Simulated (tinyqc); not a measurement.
# A chain with a side-coupled site and dephasing by Buettiker voltage probes: what changes with what

Sites 1 to 2 form a chain with hopping -t, and site 3 hangs on site 1 by -ts. Lead L joins site 1 and lead R site 2, both semi-infinite chains with hopping -t and site energy 0. Every site carries a probe with self-energy -i Gamma_p/2 that draws no net current. Linear response at zero temperature: mu_L = 1, mu_R = 0 in units of the bias.

Parameters, values chosen for the exercise:
- t = 2.2 eV (hopping (matrix element -t))
- U = [0, 0, 1.25] eV (site energies 1 to N)
- E = 3.17 eV (Fermi energy)
- gp = 0.59 eV (probe broadening Gamma_p)
- ts = 1.37 eV (hopping from site 1 to the side site 3)

Constants: q = 1.602176634e-19 C, h = 6.62607015e-34 J s. Results are converted to the units shown.

Each table varies one quantity; the others keep the values above.

## Coherent and dephased transmission against energy

Sigma = t^2 g(E), g(x) = (x - i sqrt(4 t^2 - x^2))/(2 t^2) for |x| < 2 t and (x - sign(x) sqrt(x^2 - 4 t^2))/(2 t^2) otherwise; Gamma = -2 Im Sigma; G = (E - H - Sigma_L - Sigma_R + i Gamma_p/2)^(-1). With Gamma the broadening by one lead, T_RL = Gamma^2 |G_(2,1)|^2, T_pL = Gamma Gamma_p |G_(p,1)|^2, T_pR = Gamma Gamma_p |G_(p,2)|^2, T_pq = Gamma_p^2 |G_(p,q)|^2 for p != q. No current into probe p: W mu = T_pL with W_pp = T_pL + T_pR + sum_q T_pq and W_pq = -T_pq. Then T_eff = T_RL + sum_p T_pR mu_p, and the resistance is (h/2q^2)/T_eff. Without probes means Gamma_p = 0.

Result of one run:

| E (eV) | T without probes | T_eff |
|---|---|---|
| 2.64 | 0.87172 | 0.74684 |

What becomes of these results when the Fermi energy E is changed from 2.64 to -3.3 eV, all else the same?

Result of the changed run:

| E (eV) | T without probes | T_eff |
|---|---|---|
| -3.3 | 0.98031 | 0.82159 |

The whole series:

| E (eV) | T without probes | T_eff |
|---|---|---|
| -3.96 | 0.96592 | 0.75300 |
| -3.3 | 0.98031 | 0.82159 |
| -2.64 | 0.98156 | 0.84351 |
| -1.98 | 0.97860 | 0.85006 |
| -1.32 | 0.97062 | 0.84515 |
| -0.66 | 0.95145 | 0.82349 |
| 0 | 0.89569 | 0.76147 |
| 0.66 | 0.65157 | 0.57841 |
| 1.32 | 0.023919 | 0.37273 |
| 1.98 | 0.70020 | 0.62284 |
| 2.64 | 0.87172 | 0.74684 |
| 3.3 | 0.90995 | 0.76642 |
| 3.96 | 0.88464 | 0.70558 |

Without probes T lies between 0.0239 and 0.982 in these rows, with them between 0.373 and 0.850. The probes lower it in 12 rows and raise it in 1; the largest relative gain is at E = 1.32 eV, where the coherent value is 0.0239.

## Effect of the dephasing strength

Same model as above.

Effect of the dephasing strength:

| gp (eV) | T_RL | through probes | T_eff | resistance (kohm) |
|---|---|---|---|---|
| 0.026 | 0.8910 | 0.008509 | 0.8996 | 14.35 |
| 0.045 | 0.8796 | 0.01462 | 0.8943 | 14.43 |
| 0.08 | 0.8591 | 0.02563 | 0.8847 | 14.59 |
| 0.14 | 0.8251 | 0.04379 | 0.8689 | 14.85 |
| 0.25 | 0.7667 | 0.07476 | 0.8415 | 15.34 |
| 0.44 | 0.6769 | 0.1215 | 0.7985 | 16.16 |
| 0.77 | 0.5491 | 0.1849 | 0.7340 | 17.58 |
| 1.4 | 0.3782 | 0.2581 | 0.6364 | 20.28 |
| 2.4 | 0.2245 | 0.2999 | 0.5244 | 24.61 |
| 4.2 | 0.1035 | 0.2907 | 0.3942 | 32.74 |

Without probes the transmission is 0.907. T_eff falls from 0.900 to 0.394; the direct part falls from 0.891 to 0.103 and the part through probes goes from 0.00851 through a maximum of 0.300 (at gp = 2.4 eV among the rows listed) to 0.291. At this energy dephasing lowers T_eff from the start: the probes give back less than the direct part loses.

tinyqc, about 0.01 s, one thread, Intel Xeon 2.30GHz (shared host): `OMP_NUM_THREADS=1 python tinyqc.py 2700033 2700034 out.jsonl`
